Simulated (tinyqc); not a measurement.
Inputs raised by 2 %, one at a time: permeation of metal atoms or ions through a thin barrier or dielectric: time lag, field-aided drift and lifetime. Computed by tinyqc, a small Python program. Command: `OMP_NUM_THREADS=1 python tinyqc.py 3030933 3030934 out.jsonl barrier sens`. One thread of a shared host (Intel(R) Xeon(R) Processor @ 2.30GHz), about 0.03 s of CPU time with the checks.

The film 0 < x < d is empty at first; C = C0 at x = 0 and C = 0 at x = d. dC/dt = D d2C/dx2 - v dC/dx with drift v = D z e V/(k_B T d) (uniform field, no space charge).

Inputs (values chosen for the exercise, for a model case: singly charged ions through a dielectric):

| quantity | value | unit |
|---|---|---|
| thickness d | 14 | nm |
| prefactor D0 | 1.3e-09 | cm^2/s |
| activation energy E | 0.73 | eV |
| concentration at the source side C0 | 1.5e+15 | 1/cm^3 |
| charge number z | 1 | - |
| voltage V (positive drives ions across) | 0.26 | V |
| critical dose Q_c | 6e+08 | 1/cm^2 |
| test temperature T | 275 | C |
| use temperature T_u | 100 | C |

Constants: k_B = 8.617333262e-05 eV/K.

Method:
- D = D0 exp(-E/(k_B T)); time scale d^2/D; Peclet number P = z V/(k_B T), k_B T in eV; 1 nm = 1e-7 cm.
- Temperatures in kelvin are T(C) + 273.15.
- Steady flux J = (D C0/d) P/(1 - exp(-P)); time lag in units of d^2/D: s_L = [P (1 + exp(-P))/(1 - exp(-P)) - 2]/P^2 (P = 0: J = D C0/d, s_L = 1/6).
- Dose through the film Q(s) = C0 d {f (s - s_L) - 2 exp(P/2) sum_(n=1..200) (-1)^n n^2 pi^2 exp(-l_n s)/l_n^2}, l_n = n^2 pi^2 + P^2/4, f = P/(1 - exp(-P)) the relative flux.
- Solve Q = Q_c for s. At the use temperature D and P take T_u, with the same C0 and V; 1 year = 3.15576e7 s.

Runs:

| input moved | from | to | failure time at T (s) | failure time at T_u (years) | steady flux J (1/(cm^2 s)) | time lag (s) |
|---|---|---|---|---|---|---|
| base run | - | - | 1219.0 | 0.041474 | 1.4950e+06 | 909.5 |
| thickness d (nm) | 14 | 14.28 | 1257.9 | 0.042831 | 1.4657e+06 | 946.2 |
| prefactor D0 (cm^2/s) | 1.3e-09 | 1.326e-09 | 1195.1 | 0.040661 | 1.5249e+06 | 891.6 |
| activation energy E (eV) | 0.73 | 0.7446 | 1660.4 | 0.065307 | 1.0975e+06 | 1238.9 |
| concentration at the source side C0 (1/cm^3) | 1.5e+15 | 1.53e+15 | 1209.0 | 0.041167 | 1.5249e+06 | 909.5 |
| voltage V (positive drives ions across) (V) | 0.26 | 0.2652 | 1203.1 | 0.040870 | 1.5243e+06 | 900.3 |
| critical dose Q_c (1/cm^2) | 600000000 | 612000000 | 1229.0 | 0.041784 | 1.4950e+06 | 909.5 |

Exponents ln(y'/y) / ln(x'/x):

| input | failure time at T | failure time at T_u | steady flux J | time lag |
|---|---|---|---|---|
| thickness d | 1.587 | 1.626 | -1.000 | 2.000 |
| prefactor D0 | -1.000 | -1.000 | 1.000 | -1.000 |
| activation energy E | 15.608 | 22.928 | -15.608 | 15.608 |
| concentration at the source side C0 | -0.413 | -0.374 | 1.000 | 0.000 |
| voltage V (positive drives ions across) | -0.660 | -0.741 | 0.978 | -0.511 |
| critical dose Q_c | 0.415 | 0.377 | 0.000 | 0.000 |

Among the inputs moved here: failure time at T answers most in size to activation energy E (exponent +15.608), next to thickness d (+1.587). Its exponent -1.000 in prefactor D0: D sets the clock. Failure time at T_u answers most in size to activation energy E (exponent +22.928), next to thickness d (+1.626). Steady flux J answers most in size to activation energy E (exponent -15.608), next to thickness d (-1.000); its exponent is below 0.0005 for critical dose Q_c. Its exponent +0.978 in voltage V (positive drives ions across): drift. Time lag answers most in size to activation energy E (exponent +15.608), next to thickness d (+2.000); its exponent is below 0.0005 for concentration at the source side C0, critical dose Q_c. Its exponent +2.000 in thickness d: the lag scales as d^2/D, with P independent of d.

Caution (all rows): grain boundaries, pinholes, trapping and space charge are left out; thin real barriers usually fail at defects.

Extremes, crossings and ranges named in words are read from the listed rows.
